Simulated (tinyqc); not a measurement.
# Strain, valley repopulation and piezoresistance in a many-valley conduction band, step by step

A worked calculation. Computed by tinyqc, a small Python program that keeps every step. Command: `OMP_NUM_THREADS=1 python tinyqc.py 3001957 3001958 out.jsonl valleys walk`. One thread of a shared host (Intel(R) Xeon(R) Processor @ 2.30GHz), about 0.04 s of CPU time with the checks. Intermediate numbers are printed to about 6 digits and carried at full precision; extremes and crossings named in words are read from the listed rows.

Valleys are ellipsoids with mass m_l along the axis a and m_t across it, parabolic, with one constant relaxation time; strain shifts the valleys and leaves the masses alone. Currents are taken along [111], along the load, and along [1-10], across the load.

Inputs (values chosen for the exercise, for a model crystal): longitudinal mass m_l = 1.76 m_0; transverse mass m_t = 0.0591 m_0; shear deformation potential Xi_u = 16 eV; dilation deformation potential Xi_d = -4.6 eV; C11 = 128 GPa; C12 = 43.6 GPa; C44 = 68 GPa; stress X (tension positive) = 710 MPa; electron density n = 1.2e+19 1/cm^3; relaxation time tau = 91 fs; temperature T = 100 K.

Valley axes: <111> (4 valleys). Load: uniaxial [111].

Constants: k_B = 8.617333262e-05 eV/K; m_0 = 9.1093837015e-31 kg; k_B = 1.380649e-23 J/K; hbar = 1.054571817e-34 J s; e = 1.602176634e-19 C.

## Strain

Compliances S11 = (C11 + C12)/((C11 - C12)(C11 + 2 C12)), S12 = -C12/((C11 - C12)(C11 + 2 C12)), S44 = 1/C44; stress sigma_ij = X n_i n_j for the unit vector n of the load; e_xx = S11 sigma_xx + S12 (sigma_yy + sigma_zz), e_xy = S44 sigma_xy/2 (tensor strain).

strain tensor (%), rows x, y, z:
```
[[0.109975, 0.174020, 0.174020],
 [0.174020, 0.109975, 0.174020],
 [0.174020, 0.174020, 0.109975]]
```

## Valley shifts

Herring-Vogt shift of a valley with unit axis a: dE = Xi_d tr(e) + Xi_u a.e.a.

shifts dE (meV): [111] 58.1057, [-111] -16.1426, [1-11] -16.1426, [11-1] -16.1426

splitting (highest minus lowest) = 74.2484 meV

Lowest: [-111], [1-11], [11-1]; the splitting is 8.62 k_B T.

## Populations

Each of the 4 valleys holds n_v = N_v (2/sqrt(pi)) F_1/2((E_F - dE_v)/(k_B T)), N_v = 2 (m_d k_B T/(2 pi hbar^2))^(3/2), m_d = (m_l m_t^2)^(1/3); E_F solves sum n_v = n and is counted from the unstrained edge. F_j(eta) = int_0^infinity x^j/(1 + exp(x - eta)) dx, without a gamma-function factor. It is evaluated after integrating by parts. Integrals over x = E/(k_B T) use 160 Gauss-Legendre points in u = sqrt(x) from 0 to sqrt(max(eta, 0) + 32).

Fermi level E_F = 32.6751 meV

share of the electrons: [111] 0.001620, [-111] 0.332793, [1-11] 0.332793, [11-1] 0.332793

## Mobility tensor and resistance change

Mobility tensor mu = e tau sum_v (n_v/n) [1/m_t + (1/m_l - 1/m_t) a a^T]; unstrained mu_0 = e tau (1/m_l + 2/m_t)/3; resistivity along d from the inverse tensor, rho_d = d.mu^-1.d/(n e), mobility along d = 1/(d.mu^-1.d); gauge pi_d = (rho_d/rho_0 - 1)/X.

mobility tensor (cm^2/(V s)), rows x, y, z:
```
[[1835.76, 288.92, 288.92],
 [288.92, 1835.76, 288.92],
 [288.92, 288.92, 1835.76]]
```

unstrained mobility mu_0 = 1835.76 cm^2/(V s)

mobility along the first direction = 2413.59 cm^2/(V s)

mobility along the second direction = 1546.84 cm^2/(V s)

resistance change along the first direction = -23.9409 %

resistance change along the second direction = 18.6780 %

The mobility lies between e tau/m_l = 90.9 and e tau/m_t = 2710; the trace stays at 3 mu_0. Along the first direction the filled valleys present more of their light mass.

## Linear piezoresistance coefficients

With eta_0 the reduced Fermi level without strain, r = F_-1/2(eta_0)/(2 F_1/2(eta_0)) (1 for a classical gas) and c = r (Xi_u/k_B T) (m_l - m_t)/(2 m_l + m_t): pi44 = -c S44/3, pi11 = pi12 = 0.

eta_0 = 4.61948

degeneracy factor r = 0.298906

pi11 = 0 1e-11/Pa

pi12 = 0 1e-11/Pa

pi44 = -129.287 1e-11/Pa

Degeneracy lowers the coefficients to 30 % of the classical value.

## Full result against the linear law

Linear theory: pi_l = (pi11 + 2 pi12 + 2 pi44)/3, pi_t = (pi11 + 2 pi12 - pi44)/3.

Resistance changes (%); at 2000 MPa the strain is near or above 1 %, where band warping, left out here, matters:
```
X (MPa)  splitting (meV)  largest share  first direction    linear  second direction    linear
-2000            209.150       1.000000          1918.65   172.383          -32.2140  -86.1915
-1000            104.575       0.951646           802.40    86.192          -30.7763  -43.0958
-400              41.830       0.548203            60.75    34.477          -15.8924  -17.2383
-150              15.686       0.356786            15.65    12.929           -6.3376   -6.4644
-50                5.229       0.284591             4.58     4.310           -2.1448   -2.1548
50                 5.229       0.261120            -4.06    -4.310            2.1595    2.1548
150               15.686       0.281850           -10.80   -12.929            6.4447    6.4644
400               41.830       0.320177           -21.06   -34.477           15.3936   17.2383
1000             104.575       0.333317           -24.06   -86.192           18.8184   43.0958
2000             209.150       0.333333           -24.06  -172.383           18.8228   86.1915
```

Along the first direction the linear law holds within 10 % for 2 of the 10 stresses, at -50.0, 50.0 MPa. At the largest compression the full change is +1918.6 % against the linear +172.4 %, at the largest tension -24.1 % against -172.4 %: once the splitting is comparable with k_B T (or E_F) the populations no longer follow it linearly, and the change must saturate when the upper valleys are empty.

Checks made by the program: trace of the tensor against 3 mu_0 (relative difference below 1e-10); linear coefficients against the full calculation at 0.01 MPa (relative difference 1e-05).
